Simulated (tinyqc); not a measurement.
Narrowing from the saturation current.

Problem. A uniform n-type emitter has J0 = (q p0 D/L)(s + tanh(W/L))/(1 + s tanh(W/L)), D = mup Vt, s = S L/D, and p0 = (ni^2/N) exp(dE_app/kB T), where dE_app = dEg + kB T ln[(N/Nc) exp(-eta)]. Find p0, dE_app and dEg.

Parameters, values chosen for the exercise; band and dielectric values close to those of silicon:
- T = 300 K (temperature)
- Nc = 2.82e19 cm^-3 (conduction-band density of states at 300 K)
- N = 1e20 cm^-3 (ionised donor density)
- mup = 130 cm^2/(V s) (minority-hole mobility)
- W = 1400 nm (emitter width)
- S = 2.7e6 cm/s (recombination velocity at the contact)

Constants: q = 1.602176634e-19 C, kB = 1.380649e-23 J/K, Vt = kB T/q. Results are converted to the units shown.

J0 = 238.49970 fA/cm^2
L = 409.79792 nm
ni = 1.0613506e10 cm^-3
converged eta = 2.4633090

Solution. J0 gives p0, its ratio to ni^2/N gives dE_app, and the degeneracy term is taken off.

p0 = 18.1 cm^-3
dE_app = 71.8 meV
dEg = 103 meV

tinyqc, about 0.01 s, one thread, Intel Xeon 2.30GHz (shared host): `OMP_NUM_THREADS=1 python tinyqc.py 2330001 2330002 out.jsonl`
